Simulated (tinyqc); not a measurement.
Out-diffusion of a doped substrate or buried layer into a growing epitaxial film: one step, computed by the program tinyqc. Command: `OMP_NUM_THREADS=1 python tinyqc.py 3015201 3015202 out.jsonl buried walk`. One thread of a shared host (Intel(R) Xeon(R) Processor @ 2.30GHz), about 0.01 s of CPU time with the checks.

x is counted from the original substrate surface into the film, whose surface moves as x = v t. Substrate dopant has one diffusivity; the dopant of the film is taken as uniform.

Problem. Profile in the film. After growth and the later budget: l2 = 2 sqrt(D t + (Dt)2); C(x) = (C_s/2) erfc(x/l2) + share x C_s exp(-x/decay length) for x > 0 (autodoping taken as unchanged by the later budget). The transition x_t solves C(x) = C_e, where the total doping is twice the intended value. Positions are 0.05, 0.2, 0.4, 0.6, 0.8, 1, 1.25 and 1.5 of x_t with autodoping (any beyond the film thickness are formal); net doping = C + C_e.

Inputs (values chosen for the exercise, modelled on arsenic in silicon):
```
quantity                                            value    unit
substrate concentration C_s                       1.9e+19  1/cm^3
film doping C_e                                   1.3e+15  1/cm^3
growth temperature T                                 1025       C
autodoping level at the start, as a share of C_s    6e-05       -
decay length of autodoping                           0.43      um
```

Film doping: same type as the substrate.

x_t with autodoping = 0.06831446 um

length l2 = 0.02332629 um

Give: Concentrations (1/cm^3).

Solution.

Concentrations (1/cm^3):
```
x/x_t  x (um)  diffusion  autodoping  net doping
0.05   0.0034  7.941e+18   1.131e+15   7.944e+18
0.20   0.0137  3.871e+18   1.104e+15   3.873e+18
0.40   0.0273  9.270e+17   1.070e+15   9.294e+17
0.60   0.0410  1.231e+17   1.036e+15   1.254e+17
0.80   0.0547  8.757e+15   1.004e+15   1.106e+16
1.00   0.0683  3.275e+14   9.725e+14   2.600e+15
1.25   0.0854  2.140e+12   9.347e+14   2.237e+15
1.50   0.1025  4.951e+09   8.983e+14   2.198e+15
```

Caution: the substrate doping is comparable to or above the intrinsic density at growth temperature, so the diffusivity may be higher on that side.
